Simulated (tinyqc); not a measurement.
Froehlich polaron in a polar crystal. Changing the static dielectric constant eps_s. Computed by tinyqc, a small Python program. Command: `OMP_NUM_THREADS=1 python tinyqc.py 3002077 3002078 out.jsonl frohlich sweep`. One thread of a shared host (Intel(R) Xeon(R) Processor @ 2.30GHz), about 0.1 s of CPU time with the checks.

One electron in a parabolic band of mass m*, coupled to dispersionless LO phonons in the continuum model. Energies are in units of hbar omega unless marked, wave numbers in k_0 = sqrt(2 m* omega/hbar).

Inputs (values chosen for the exercise, modelled on strontium titanate):

| quantity | value | unit |
|---|---|---|
| band mass m* | 0.856 | m_0 |
| LO phonon energy hbar omega | 76.4 | meV |
| eps_inf | 5.31 | - |
| temperature T | 77 | K |

Constants: hbar^2/(2 m_0) = 3.80998212 eV angstrom^2; e^2/(4 pi eps_0) = 14.39964548 eV angstrom; k_B = 8.617333262e-05 eV/K; hbar = 6.582119569e-16 eV s; e = 1.602176634e-19 C; m_0 = 9.1093837015e-31 kg.

Method:
- 1/eps* = 1/eps_inf - 1/eps_s; k_0 = sqrt(2 m* omega/hbar) = sqrt(m* hbar omega / (hbar^2/(2 m_0))) with m* in m_0; alpha = (e^2/(4 pi eps_0)) k_0/(2 eps* hbar omega); polaron length 1/k_0.
- Feynman's bound: E(v, w) = 3 (v - w)^2/(4 v) - (alpha v/sqrt(pi)) int_0^infinity e^-u D(u)^(-1/2) du, D = w^2 u + ((v^2 - w^2)/v)(1 - e^(-v u)); integrals by 80 Gauss-Legendre points in s from 0 to 1 with u = 40 s^2.
- Minimise over v > w > 0 (simplex search); mass m_p/m* = 1 + (alpha v^3/(3 sqrt(pi))) int u^2 e^-u D^(-3/2) du.
- Scattering by absorption of an LO phonon: 1/tau = 2 alpha omega n, n = 1/(exp(hbar omega/(k_B T)) - 1); mu = e tau/m*, the weak-coupling result for k_B T well below hbar omega.

One run for each value:

| static dielectric constant eps_s | coupling constant alpha | polaron energy, Feynman (meV) | mobility (cm^2/(V s)) | eps* |
|---|---|---|---|---|
| 5.73 | 0.1704 | -13.05 | 5.1993e+06 | 72.444 |
| 9.22 | 0.9861 | -76.30 | 8.9865e+05 | 12.521 |
| 14.80 | 1.4909 | -116.19 | 5.9434e+05 | 8.281 |
| 23.80 | 1.8064 | -141.42 | 4.9054e+05 | 6.835 |
| 38.30 | 2.0028 | -157.26 | 4.4244e+05 | 6.165 |
| 61.60 | 2.1247 | -167.14 | 4.1705e+05 | 5.811 |
| 99.10 | 2.2006 | -173.31 | 4.0267e+05 | 5.611 |
| 159.00 | 2.2475 | -177.14 | 3.9427e+05 | 5.493 |

What does the table show, and why?

Over the rows, coupling constant alpha rises from 0.170 to 2.25 (exponent d ln y / d ln x 3.7 between the first rows and 0.045 between the last); polaron energy, Feynman (meV) falls from -13.0 to -177 (exponent d ln y / d ln x 3.7 between the first rows and 0.046 between the last); mobility (cm^2/(V s)) falls from 5.20e6 to 394000 (exponent d ln y / d ln x -3.7 between the first rows and -0.045 between the last). eps* falls towards eps_inf = 5.31, so alpha saturates however large eps_s becomes.

Caution (rows 5.73, 9.22, 14.8): LO phonons are so rare at this T that impurities and acoustic phonons, left out here, limit the real mobility. Caution (rows 23.8, 38.3, 61.6, 99.1, 159): this mobility formula holds for weak coupling and k_B T well below hbar omega, and it leaves out all other scattering.
